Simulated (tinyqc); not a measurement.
Inside a calculation. Method: plane-wave Kohn-Sham cycle with exchange-only LDA in a layered model solid. One step of it, computed by the program tinyqc.

Task: Iteration 2: potential. V_H(G) = 4 pi rho(G)/G^2 for G != 0 (uniform background); v_x = -(3 rho/pi)^(1/3); V = V_ext + V_H + v_x; Fourier components f(G_m) = (1/N) sum_j f(x_j) exp(-i G_m x_j).

A solid whose potential varies along x alone (atomic units):

| parameter | value |
|---|---|
| period a | 16.600000 |
| cross-section of the cell | 20.000000 |
| electrons per cell | 4 |
| grid points | 16 |
| plane waves -n..n, n | 2 |
| k points | 4 |
| V1 in V1 cos(2 pi x/a) | -0.770000 |
| V2 in V2 cos(4 pi x/a) | -0.220000 |

density after iteration 1 (e/bohr^3): 0.01654477  0.01694823  0.01665600  0.01401093  0.01051338  0.00867539  0.00851588  0.00855821  0.00847025  0.00855821  0.00851588  0.00867539  0.01051338  0.01401093  0.01665600  0.01694823

Give: Potentials on the grid; V(G_m), m = 0, 1, 2, ....

Result:

Potentials on the grid (hartree):

| x | V_ext | V_H | v_x | V |
|---|---|---|---|---|
| 0.0000 | -0.9900 | 0.4400 | -0.2509 | -0.8009 |
| 1.0375 | -0.8670 | 0.4091 | -0.2529 | -0.7108 |
| 2.0750 | -0.5445 | 0.3126 | -0.2515 | -0.4834 |
| 3.1125 | -0.1391 | 0.1566 | -0.2374 | -0.2199 |
| 4.1500 | 0.2200 | -0.0248 | -0.2157 | -0.0205 |
| 5.1875 | 0.4502 | -0.1876 | -0.2023 | 0.0603 |
| 6.2250 | 0.5445 | -0.3067 | -0.2011 | 0.0367 |
| 7.2625 | 0.5558 | -0.3781 | -0.2014 | -0.0237 |
| 8.3000 | 0.5500 | -0.4022 | -0.2007 | -0.0529 |
| 9.3375 | 0.5558 | -0.3781 | -0.2014 | -0.0237 |
| 10.3750 | 0.5445 | -0.3067 | -0.2011 | 0.0367 |
| 11.4125 | 0.4502 | -0.1876 | -0.2023 | 0.0603 |
| 12.4500 | 0.2200 | -0.0248 | -0.2157 | -0.0205 |
| 13.4875 | -0.1391 | 0.1566 | -0.2374 | -0.2199 |
| 14.5250 | -0.5445 | 0.3126 | -0.2515 | -0.4834 |
| 15.5625 | -0.8670 | 0.4091 | -0.2529 | -0.7108 |

V(G_m), m = 0, 1, 2, ... (hartree): -0.2235  -0.1855  -0.1016  -0.0013  -0.0001
